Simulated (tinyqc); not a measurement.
# Absorption edge of a degenerate semiconductor, band filling against gap narrowing, step by step

Program tinyqc, `OMP_NUM_THREADS=1 python tinyqc.py 2330042 2330043 out.jsonl`; Intel Xeon 2.30GHz, shared host, one thread, about 0.01 s. Printed values are rounded.

n-type, parabolic bands, full ionisation. eta = (EF - Ec)/kB T solves N = Nc F12(eta), F12(x) = (2/sqrt(pi)) int_0^infinity sqrt(u)/(1 + exp(u - x)) du. The gap shrinks rigidly by dEg = a3 y^(1/3) + a4 y^(1/4) + a2 y^(1/2), y = N/1e18 cm^-3, an empirical law that is here taken as the true narrowing.

Parameters, values chosen for the exercise; band and dielectric values close to those of In0.53Ga0.47As: temperature T = 250 K; band gap Eg = 0.731 eV; conduction-band density of states at 250 K, from me Nc = 1.63e17 cm^-3; electron mass me = 0.0417 m0; hole mass mh = 0.449 m0; ionised donor density N = 1.2e18 cm^-3; coefficient of (N/1e18)^(1/3) a3 = 13.3 meV; coefficient of (N/1e18)^(1/4) a4 = 6 meV; coefficient of (N/1e18)^(1/2) a2 = 1.9 meV.

Constants: q = 1.602176634e-19 C, kB = 1.380649e-23 J/K, h = 6.62607015e-34 J s, c = 299792458 m/s, Vt = kB T/q. Results are converted to the units shown.

Range of the model: Band tails, non-parabolic bands and incomplete ionisation are left out.

## Iteration 1: Fermi level

eta at the start (Boltzmann value) = 1.9963

Newton step on ln F12(eta) = ln(N/Nc): eta(new) = eta - ln(Nc F12/N) F12/Fm, Fm(x) = dF12/dx = (1/sqrt(pi)) int_0^infinity u^(-1/2)/(1 + exp(u - x)) du.

F12 = 2.81831
Fm = 1.46275
eta after iteration 1 = 3.84632

## Course of the iteration

Stop when eta changes by less than 1e-9.

Course of the iteration:
```
iteration      eta    change
1          3.84632      1.85
2          4.35244     0.506
3          4.37905    0.0266
4          4.37912   6.61e-5
5          4.37912  4.05e-10
```

Converged in 5 iterations.

## The optical edge

converged eta = 4.37912

Vertical transitions need an empty final state: the edge is taken where the state lies 4 kB T below EF, E_opt = Eg - dEg + (1 + me/mh) max(eta - 4, 0) kB T; wavelength h c/(q E_opt).

dEg = 22.4945 meV
EF - Ec = 94.3407 meV
filling shift = 8.92595 meV
E_opt = 0.717431 eV
wavelength = 1728.17 nm

The edge lies 13.6 meV below the undoped gap: narrowing outweighs filling.
